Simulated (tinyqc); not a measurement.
Worked calculation: Heisenberg spin cluster by exact diagonalisation: multiplets, susceptibility, level crossings. Computed by tinyqc, a small Python program that keeps every step. Command: `OMP_NUM_THREADS=1 python tinyqc.py 3019939 3019940 out.jsonl spincl walk`. One thread of a shared host (Intel(R) Xeon(R) Processor @ 2.30GHz), about 0.01 s of CPU time with the checks. Intermediate numbers are printed to about 5 digits and carried at full precision; extremes and crossings named in words are read from the listed rows.

H = J1 sum S_i.S_j over the bonds 1-2 - g mu_B B S_z; J > 0 is antiferromagnetic.

Inputs (values chosen for the exercise, for a model cluster): exchange J1 = -8.28 meV; g factor = 2.1; temperature T = 280 K; field B = 3.1 T.

Cluster: dimer. Spin s of each site: 0.5.

Constants: k_B = 8.617333262e-05 eV/K; mu_B = 5.7883818060e-05 eV/T.

## The block with S_z = 0

Basis: products of m values. S_i.S_j = m_i m_j on the diagonal and (1/2) sqrt[s(s+1) - m_i(m_i+1)] sqrt[s(s+1) - m_j(m_j-1)], s the spin of a site, between states that differ by one flip up and one down.

H at B = 0 (meV), rows +0.5 -0.5, -0.5 +0.5:
```
[[2.07, -4.14],
 [-4.14, 2.07]]
```

## Multiplets

Every multiplet has one member in the block S_z = 0; diagonalise it and read the total spin from <S^2> = S (S + 1).

Levels at B = 0:
```
E (meV)  total S  number of multiplets
-2.07          1                     1
6.21           0                     1
```

ground energy = -2.07 meV

gap to the next level = 8.28 meV

The ground state has S = 1; the next level has S = 0. The highest spin, S = 1, lies at -2.07 meV, s^2 times the sum of all J, s the spin of a site.

## Thermal averages at zero field

Z = sum k (2S + 1) exp(-E/(k_B T)) over the table, k the number of multiplets; <S^2> likewise with the factor S (S + 1); chi T = N_A g^2 mu_B^2 <S^2>/(3 k_B) = 0.125049 g^2 <S^2> cm^3 K/mol (cgs, per mole of clusters); C = (<E^2> - <E>^2)/(k_B T)^2; entropy = ln Z + <E>/(k_B T).

<S^2> = 1.6175

chi T = 0.89197 cm^3 K/mol

heat capacity = 0.018216 k_B

entropy = 1.3765 k_B

Free spins would give <S^2> = 1.5 and the entropy 1.386 k_B; chi T is 108 % of the free value.

## Magnetisation in the field

Each multiplet splits as E - g mu_B B m; <S_z> is the Boltzmann mean. The first level crossing is at the smallest (E_S - E_0)/(g mu_B (S - S_0)) over higher spins (0 if the ground state has the highest spin).

<S_z> = 0.0084199

first crossing field = 0 T

Linear response would give g mu_B B <S^2>/(3 k_B T) = 0.00842.

## Susceptibility against the Curie-Weiss form

High-temperature form: chi T = C0/(1 - theta/T), C0 = 0.125049 g^2 n s (s + 1), k_B theta = -(2/3) s (s + 1) (sum of J over bonds)/n, n = 2; a dash where T <= 1.05 theta.

theta = 24.021 K

Against temperature:
```
T (K)   chi T (cm^3 K/mol)  Curie-Weiss  chi (cm^3/mol)  C (k_B)
9.6                 1.1029            -         0.11489  0.00150
19.0                1.1006            -         0.05793  0.05402
34.0                1.0816       2.8185         0.03181  0.15168
58.0                1.0370       1.4120         0.01788  0.15428
96.0                0.9826       1.1033         0.01023  0.09741
150.0               0.9381       0.9849         0.00625  0.05215
240.0               0.9016       0.9192         0.00376  0.02392
380.0               0.8761       0.8830         0.00231  0.01044
770.0               0.8522       0.8538         0.00111  0.00274
1500.0              0.8402       0.8407         0.00056  0.00074
```

The Curie-Weiss form is within 3 % in the last 4 rows. chi keeps rising on cooling, towards the Curie law of the S = 1 ground state; among these rows C is largest at 58 K, and the gap is 96.1 K.

Checks made by the program: the trace of H and the count of states (relative difference below 1e-10).
